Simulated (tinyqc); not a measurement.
# Fermi velocity from one capacitance

Question. At zero temperature and without traps graphene has Cq = 2 q^3 phi/(pi hbar^2 vF^2), charge Cq phi/2, 1/C_G = 1/Cox + 1/Cq and Vg = phi + Cq phi/(2 Cox). Find Cq, phi, vF and n.

Constants: q = 1.602176634e-19 C, hbar = 1.054571817e-34 J s. Results are converted to the units shown.

Vg = 1.6993135 V
C_G = 0.40423129 uF/cm^2
Cox = 0.44074179 uF/cm^2

Solution. The series relation gives Cq, the voltage relation phi = Vg/(1 + Cq/(2 Cox)), and the formula for Cq then vF.

Cq = 4.880 uF/cm^2
phi = 0.2600 V
vF = 1.120e6 m/s
n = 3.959e12 cm^-2

Program tinyqc, `OMP_NUM_THREADS=1 python tinyqc.py 2200043 2200044 out.jsonl`; Intel Xeon 2.30GHz, shared host, one thread, about 0.01 s.
